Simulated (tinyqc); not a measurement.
# Lossy package transmission line with skin effect: two studies

A uniform line in a homogeneous dielectric: c = sqrt(er)/(c0 Z0), l = Z0 sqrt(er)/c0 (c0 = 299792458 m/s), g = w c td, w = 2 pi f. The resistance joins its limits as r = sqrt(r_dc^2 + r_hf^2), with r_dc = rho/(wd th), r_hf = kr rho/(2 delta (wd + th)), delta = sqrt(rho/(pi f mu0)), mu0 = 4 pi 1e-7 H/m; this is an interpolation, and internal inductance, up to 0.05 nH/mm at low frequency, is neglected.

Inputs (values chosen for the exercise):
```
symbol  value     unit                                  meaning
wd         18       um                       width of the strip
th         16       um                   thickness of the strip
rho       2.2  uohm cm                              resistivity
er        3.9                             relative permittivity
td       0.01                                      loss tangent
Z0         60      ohm             lossless impedance sqrt(l/c)
kr        1.5           factor for crowding and the return path
len        23       mm                                   length
Rg        100      ohm                        source resistance
RL        1e5      ohm                          load resistance
CL        100       fF                         load capacitance
f         3.6      GHz                                frequency
```

Each table varies one quantity; the others keep the values above.

## Line properties against frequency

gamma = sqrt((r + i w l)(g + i w c)) = alpha + i beta, Zc = sqrt((r + i w l)/(g + i w c)), roots with positive real part; loss 8.685889638 alpha in dB; phase velocity w/beta. ZL = 1/(1/RL + i w CL); reflection (ZL - Zc)/(ZL + Zc); Zin = Zc (ZL + Zc tanh(gamma len))/(Zc + ZL tanh(gamma len)); H = V_load/V_source = [Zin/(Zin + Rg)]/[cosh(gamma len) + (Zc/ZL) sinh(gamma len)].

Line properties against frequency:

| f (GHz) | r (ohm/mm) | r/(w l) | loss (dB/mm) | \|Zc\| (ohm) | phase velocity over c0 | length in wavelengths | \|H\| (dB) |
|---|---|---|---|---|---|---|---|
| 0.01 | 0.07911 | 3.185 | 0.003914 | 109.6 | 0.3451 | 0.002223 | -0.01100 |
| 0.03 | 0.08428 | 1.131 | 0.005506 | 73.72 | 0.4530 | 0.005080 | -0.01994 |
| 0.09 | 0.09818 | 0.4393 | 0.007113 | 62.70 | 0.4956 | 0.01393 | -0.08326 |
| 0.3 | 0.1361 | 0.1826 | 0.01035 | 60.49 | 0.5045 | 0.04562 | -0.6784 |
| 0.8 | 0.1991 | 0.1002 | 0.01583 | 60.15 | 0.5059 | 0.1213 | -2.955 |
| 2 | 0.3006 | 0.06052 | 0.02534 | 60.05 | 0.5062 | 0.3031 | -4.455 |
| 7 | 0.5492 | 0.03160 | 0.05234 | 60.01 | 0.5063 | 1.061 | -3.657 |
| 20 | 0.9225 | 0.01857 | 0.1027 | 60.00 | 0.5064 | 3.030 | -7.039 |
| 60 | 1.594 | 0.01070 | 0.2232 | 60.00 | 0.5064 | 9.091 | -16.11 |

What does the comparison show?

r equals w l at 0.0344 GHz: below it |Zc| and the delay grow as in an RC line, above it |Zc| tends to Z0 = 60 ohm and the velocity to 1/sqrt(er) = 0.506 c0. The loss goes as f^(0.31) between the first two rows and f^(0.71) between the last two. |H| is -0.0110 dB in the first row and -16.1 dB in the last; between rows it can pass through resonances that the table doesn't show.

## Effect of the width of the strip

Same model as above.

Z0 is held fixed by scaling the dielectric height.

Results:

| wd (um) | r (ohm/mm) | r/(w l) | loss (dB/mm) | \|Zc\| (ohm) | phase velocity over c0 | length in wavelengths | \|H\| (dB) |
|---|---|---|---|---|---|---|---|
| 4.5 | 0.7154 | 0.08003 | 0.05822 | 60.09 | 0.5061 | 0.5458 | -2.844 |
| 7.1 | 0.6059 | 0.06777 | 0.05031 | 60.07 | 0.5062 | 0.5457 | -2.625 |
| 18 | 0.3975 | 0.04446 | 0.03524 | 60.03 | 0.5063 | 0.5455 | -2.208 |
| 28 | 0.3054 | 0.03416 | 0.02857 | 60.02 | 0.5063 | 0.5455 | -2.023 |
| 44 | 0.2232 | 0.02497 | 0.02263 | 60.01 | 0.5064 | 0.5454 | -1.859 |
| 69 | 0.1573 | 0.01759 | 0.01786 | 60.00 | 0.5064 | 0.5454 | -1.728 |
| 110 | 0.1060 | 0.01186 | 0.01414 | 60.00 | 0.5064 | 0.5454 | -1.626 |

Estimate the missing row, wd = 11 um.

Computed row:

| wd (um) | r (ohm/mm) | r/(w l) | loss (dB/mm) | \|Zc\| (ohm) | phase velocity over c0 | length in wavelengths | \|H\| (dB) |
|---|---|---|---|---|---|---|---|
| 11 | 0.5068 | 0.05669 | 0.04315 | 60.05 | 0.5062 | 0.5456 | -2.426 |

With this row back in the table: As wd goes from 4.5 to 110, the loss falls from 0.0582 to 0.0141 dB/mm, |Zc| stays near 60.0 ohm and |H| goes from -2.84 to -1.63 dB, with its highest value among the rows, -1.63 dB, at wd = 110.

Program tinyqc, `OMP_NUM_THREADS=1 python tinyqc.py 2810212 2810213 out.jsonl`; Intel Xeon 2.30GHz, shared host, one thread, about 0.01 s.
